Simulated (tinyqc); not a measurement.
# Round nanowire with a gate all round, subbands and threshold shift from confinement: charge and subband filling against gate voltage

Undoped body with a flat potential across it, hard walls, transport along x. Three valley pairs (g = 2 each) with the longitudinal mass along x, y or z. Non-parabolicity enters the subband edges through E (1 + al E) = gamma, so E = 2 gamma/(1 + sqrt(1 + 4 al gamma)); motion within a subband is taken as parabolic with the band-edge mass. Energies are counted from the bulk band edge.

gamma = C (2 z/(t + dl))^2 (1/my + 1/mz)/2, z the zeros of the Bessel functions J_l (2.404826, 3.831706, 5.135622, 5.520078, ...), twofold for l > 0; the mean inverse mass is an approximation for anisotropic valleys, C = hbar^2/(2 m0). Each subband has N_k = g sqrt(2 mx m0 kB T/(pi hbar^2)). With degeneracy n = sum N_k F((EF - E_k)/Vt), F(x) = (1/sqrt(pi)) int_0^infinity u^(-1/2) du/(1 + exp(u - x)); gate: Vg = EF + q n/(Cg P), P = pi t, summed over the 60 lowest subbands at most, with Vg counted from the value that would put EF at the bulk band edge of an empty body. Cq = q dn/dEF.

Values chosen for this exercise; masses close to those of silicon:

| symbol | value | unit | meaning |
|---|---|---|---|
| T | 77 | K | temperature |
| ml | 0.923 | m0 | longitudinal mass |
| mt | 0.193 | m0 | transverse mass |
| al | 0 | 1/eV | non-parabolicity |
| t | 6.5 | nm | diameter |
| dl | 0 | nm | widening of the box by penetration into the insulator |
| Cg | 3.2 | uF/cm^2 | gate capacitance per area of interface |

Constants: q = 1.602176634e-19 C, kB = 1.380649e-23 J/K, hbar = 1.054571817e-34 J s, m0 = 9.1093837015e-31 kg, Vt = kB T/q, hbar^2/(2 m0) = 0.0380998212 eV nm^2. Results are converted to the units shown.

Charge and subband filling against gate voltage:
```
Vg (V)  EF - E_1 (eV)  n (cm^-1)  n/P (cm^-2)  share of the lowest subband (%)  Cq/(Cg P)  total C/(Cg P)
-0.08         -0.1453   0.001272        623.0                            49.91   4.701e-9        4.701e-9
0.04         -0.02705    6.951e4     3.404e10                            49.91     0.2538          0.2024
0.17         0.005790    4.032e6     1.975e12                            49.79      6.845          0.8725
0.29          0.02181    8.273e6     4.051e12                            48.87      5.920          0.8555
0.42          0.03862    1.289e7     6.312e12                            43.07      8.668          0.8966
0.55          0.05037    1.771e7     8.674e12                            36.02      10.69          0.9145
0.67          0.06123    2.216e7     1.085e13                            31.83      9.190          0.9019
0.8           0.07519    2.690e7     1.317e13                            29.12      7.795          0.8863
0.92          0.08795    3.127e7     1.531e13                            27.11      9.889          0.9082
```

Read the table: what changes, and by how much?

EF passes E_1 = 0.0653 eV at Vg = 0.127 V. The share of the lowest subband falls from 49.9 to 27.1 % and the total capacitance moves up and down between 4.70e-9 and 0.914 of Cg P. In the last row 11 % of an added gate voltage goes into raising EF (from the last two rows). For Vg = 0.17, 0.29, 0.42, 0.55, 0.67, 0.8, 0.92 the charge would bend the potential across the body noticeably, which is left out.

Range of the model: For the strongly anisotropic y and z valleys the mean inverse mass serves only for l = 0; pairs with l > 0 really split widely.

tinyqc, about 0.2 s, one thread, Intel Xeon 2.30GHz (shared host): `OMP_NUM_THREADS=1 python tinyqc.py 2350058 2350059 out.jsonl`
